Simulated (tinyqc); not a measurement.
Weaire-Thorpe hybrids on a Bethe lattice: gap and dangling bond of an amorphous tetrahedral solid, step by step. Values are carried at full precision from step to step, so a last printed digit may differ when a step is redone from the rounded ones.

Four sp3 hybrids an atom at energy 0, coupled by -V1 on the atom and by -V2 along a bond; the bonds form a tree (no rings). For any network the gap runs at least from -V2 + V1 to V2 - 3 V1, and p-like states pile up at -V2 + V1 and V2 + V1. On the tree the gap is wider: it ends at Ec = -V1 + sqrt(V2^2 + 4 V1^2 - 2 sqrt3 V1 V2), which makes it well wider than the gaps of the real glasses. A branch seen from a hybrid has the self-energy S = V2^2 g, where g is the Green function of the hybrid across the bond, whose three partners carry S themselves. With a = z - V1, b = a - S: g = 1/(a + V1 b/(b + 3 V1)), z = E + i eta. A full atom has G = (1/b)(b + 3 V1)/(b + 4 V1) per hybrid; a dangling hybrid with shift dh has G = 1/(1/g - dh).

Parameters, chosen for this exercise (of the size of tabulated hybrid energies for amorphous silicon; not measured data):

| symbol | value | unit | meaning |
|---|---|---|---|
| V1 | 1.82 | eV | coupling of two hybrids on one atom |
| V2 | 4.26 | eV | coupling of the two hybrids of a bond |
| E | 2.06 | eV | energy |
| eta | 0.03 | eV | broadening |
| dh | -1.37 | eV | shift of the dangling hybrid (rehybridisation) |

## Edges

Bounds -V2 + V1 and V2 - 3 V1. On the tree the s-like bands are narrower: E = -V1 -/+ sqrt(V2^2 + 4 V1^2 + V1 V2 e) with e from -2 sqrt3 to 2 sqrt3 (for a crystal, -4 to 4), so the conduction edge is -V1 + sqrt(V2^2 + 4 V1^2 - 2 sqrt3 V1 V2).

edges (eV): Ev -2.4400, Ec(bound) -1.2000, Ec(tree) 0.3106

gaps (eV): (bound, reached in the crystal) 1.2400, (tree) 2.7506

The gap needs no periodicity, only V2 > 2 V1 (here V2/V1 = 2.341); leaving out rings widens it by 1.511 eV. Two parameters give the trend, not the value.

## The self-energy at one energy

S = V2^2 g is a quadratic A S^2 + B S + C = 0 with A = a + V1, B = -(a (a + 4 V1) + V2^2), C = V2^2 (a + 3 V1), a = z - V1. Of the two roots take the one with Im S < 0 (if both qualify, the decaying one, with the smaller |V1 V2 g/(b + 3 V1)|).

A, B, C: 2.0600+0.0300i  -19.9515-0.2328i  103.4413+0.5444i

roots (eV): 4.8744+5.1590i  4.8104-5.1870i

S = 4.8104-5.1870i eV

## Densities at that energy

With z = E + i eta, b = z - V1 - S: full atom G = (b + 3 V1)/(b (b + 4 V1)); g = S/V2^2; dangling hybrid 1/(1/g - dh); densities -Im G/pi.

G (1/eV): (bulk) -0.0517-0.1191i, (dangling with dh = 0) 0.2651-0.2858i, (dangling with dh) 0.2353-0.1421i
densities (1/eV): (bulk) 0.0379, (dangling with dh = 0) 0.0910, (dangling with dh) 0.0452

## The dangling-bond level

For eta = 0 the level solves 1/g(E) = dh inside the gap (bisection); its weight on the dangling hybrid is 1/(d(1/g)/dE), by central differences with step 1e-5 eV.

level = -0.7540 eV
above Ev = 1.6860 eV
weight on the dangling hybrid = 0.608

The level lies at 61 % of the gap of the tree; 39 % of it spreads over the back bonds.

## Checks

- Conduction edge from the formula against the zero of the discriminant: both 0.310570.
- S from the quadratic against damped iteration of S = V2^2 g: both 4.810385.

Computed by tinyqc, a small Python program: `OMP_NUM_THREADS=1 python tinyqc.py 1451603 1451604 out.jsonl` (the numbers bound the seed that draws the inputs); one thread of a shared host (Intel(R) Xeon(R) Processor @ 2.30GHz), about 0.02 s for the whole set of steps.
